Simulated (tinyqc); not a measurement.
# Capacitance measurement on a leaky thin oxide: effects of series resistance and leakage: two studies

The device is a capacitance C in parallel with a leakage conductance G, in series with Rs and Ls. An impedance meter reports either a parallel pair (Cp, Gp) from Y = 1/Z = Gp + i w Cp or a series pair (Cs, Rm) from Z = Rm + 1/(i w Cs); w = 2 pi f, dissipation D = Gp/(w |Cp|).

Values chosen for this exercise; values of the order met in thin-oxide MOS capacitors:
```
symbol  value    unit                                                                 meaning
eox       3.9          relative permittivity of the gate insulator (close to silicon dioxide)
tox         2      nm                                                     insulator thickness
A        2500    um^2                                                               gate area
zc       0.29      nm              oxide-equivalent thickness added by the accumulation layer
zp          0      nm                      oxide-equivalent thickness added by gate depletion
Jg         15  A/cm^2              gate leakage current density, not matched to the thickness
Vs       0.33       V                               voltage for an e-fold rise of the leakage
Rs        350     ohm                                                       series resistance
Ls         12      nH                                                       series inductance
f         1e6      Hz                                                     measuring frequency
```

Constants: eps0 = 8.8541878128e-14 F/cm where lengths are in cm. Results are converted to the units shown.

Each table varies one quantity; the others keep the values above.

## Readings against frequency

EOT = 3.9 tox/eox; CET = EOT + zc + zp; C = 3.9 eps0 A/CET; G = Jg A/Vs. Z = Rs + i w Ls + 1/(G + i w C); CET read from Cp = 3.9 eps0 A/Cp; errors under 0.001 % are printed as 0.

The same in every row: C (pF) = 37.698.

Readings against frequency:

| f (Hz) | Cp (pF) | Cs (pF) | D | error of Cp (%) | error of Cs (%) | CET read from Cp (nm) |
|---|---|---|---|---|---|---|
| 1000 | 19.288 | 8.6803e8 | 6708.4 | -48.8 | 2.30e9 | 4.4757 |
| 3000 | 19.288 | 9.6448e7 | 2236.1 | -48.8 | 2.56e8 | 4.4757 |
| 10000 | 19.288 | 8.6804e6 | 670.84 | -48.8 | 2.30e7 | 4.4757 |
| 30000 | 19.288 | 9.6452e5 | 223.62 | -48.8 | 2.56e6 | 4.4757 |
| 1e5 | 19.288 | 86841 | 67.093 | -48.8 | 2.30e5 | 4.4758 |
| 3e5 | 19.282 | 9682.5 | 22.386 | -48.9 | 2.56e4 | 4.4771 |
| 1e6 | 19.221 | 905.76 | 6.7915 | -49.0 | 2300 | 4.4914 |
| 3e6 | 18.696 | 134.18 | 2.4854 | -50.4 | 256 | 4.6174 |
| 1e7 | 14.262 | 46.477 | 1.5029 | -62.2 | 23.3 | 6.0528 |
| 3e7 | 4.5733 | 39.310 | 2.7560 | -87.9 | 4.28 | 18.877 |

What does the table show?

D goes from 6710 through a minimum of 1.50 (at f = 1e7 Hz among the rows listed) to 2.76; without inductance its minimum lies at f = sqrt(G (1 + G Rs)/Rs)/(2 pi C) = 8.99e6 Hz. The error of Cp goes from -48.8 to -87.9 % and that of Cs from 2.30e9 to 4.28 %; at low frequency Cp tends to C/(1 + G Rs)^2 and Cs grows as 1 + (G/(w C))^2. Neither reading comes within 2 % of C in any row. In every row D exceeds 1, where the accuracy of real meters degrades in proportion to sqrt(1 + D^2).

## Effect of the gate area

Same model as above.

Rs is held fixed.

Effect of the gate area:

| A (um^2) | C (pF) | Cp (pF) | Cs (pF) | D | error of Cp (%) | error of Cs (%) | CET read from Cp (nm) |
|---|---|---|---|---|---|---|---|
| 20 | 0.3016 | 0.2997 | 7.243 | 4.813 | -0.634 | 2300 | 2.305 |
| 70 | 1.056 | 1.032 | 25.35 | 4.853 | -2.19 | 2300 | 2.341 |
| 200 | 3.016 | 2.832 | 72.43 | 4.957 | -6.08 | 2300 | 2.438 |
| 600 | 9.048 | 7.536 | 217.3 | 5.276 | -16.7 | 2300 | 2.749 |
| 2000 | 30.16 | 17.31 | 724.5 | 6.393 | -42.6 | 2300 | 3.990 |
| 5000 | 75.40 | 23.17 | 1812 | 8.787 | -69.3 | 2300 | 7.451 |
| 10000 | 150.8 | 22.06 | 3628 | 12.78 | -85.4 | 2310 | 15.65 |
| 40000 | 603.2 | 10.70 | 1.459e4 | 36.91 | -98.2 | 2320 | 129.1 |

As A goes from 20 to 40000, the error of Cp goes from -0.634 to -98.2 %, that of Cs from 2300 to 2320 %, and D rises from 4.81 to 36.9. The CET read from Cp goes from 2.30 to 129 nm against the true 2.29 nm. G/(w C) does not depend on the area, while G Rs and w C Rs and w^2 Ls C grow with it. In every row D exceeds 1, where the accuracy of real meters degrades in proportion to sqrt(1 + D^2).

Program tinyqc, `OMP_NUM_THREADS=1 python tinyqc.py 2022002 2022003 out.jsonl`; Intel Xeon 2.30GHz, shared host, one thread, about 0.01 s.
